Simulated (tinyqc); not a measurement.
From results back to parameters: eight-band Kane k.p model. Two cases, with inputs chosen for the exercise.

Problem. In the Kane model 1/m = A_r + Ep (Eg + 2 Dso/3)/(Eg (Eg + Dso)) and the Roth formula gives g* = 2 - 2 Ep Dso/(3 Eg (Eg + Dso)). The mass and the g factor below were computed from hidden Ep and Dso.

Find: X; Y; Ep; Dso.

Method. Let X = 1/m - A_r and Y = (2 - g*)/2. Then X + Y = Ep/Eg and X - 2 Y = Ep/(Eg + Dso).

Case 1.

Values chosen (out of a larger set: near those of GaAs; not measured data): Eg = 1.515 eV (gap at Gamma to the s-like level); A_r = 1 (remote-band term in 1/m).

m = 0.0575831 m0
g* = -0.11905

Solution.

X = 16.366
Y = 1.060
Ep = 26.40 eV
Dso = 0.338 eV

Case 2.

Values chosen (out of a larger set: near those of InAs; not measured data): Eg = 0.421 eV (gap at Gamma to the s-like level); A_r = 0.4 (remote-band term in 1/m).

m = 0.0236368 m0
g* = -14.42378

Solution.

X = 41.907
Y = 8.212
Ep = 21.10 eV
Dso = 0.407 eV

Computed by tinyqc, one run a case: `OMP_NUM_THREADS=1 python tinyqc.py N N+1 out.jsonl` with N = 1050471, 1050498; one thread of a shared Intel(R) Xeon(R) Processor @ 2.30GHz, about 0.01 s a run at most.
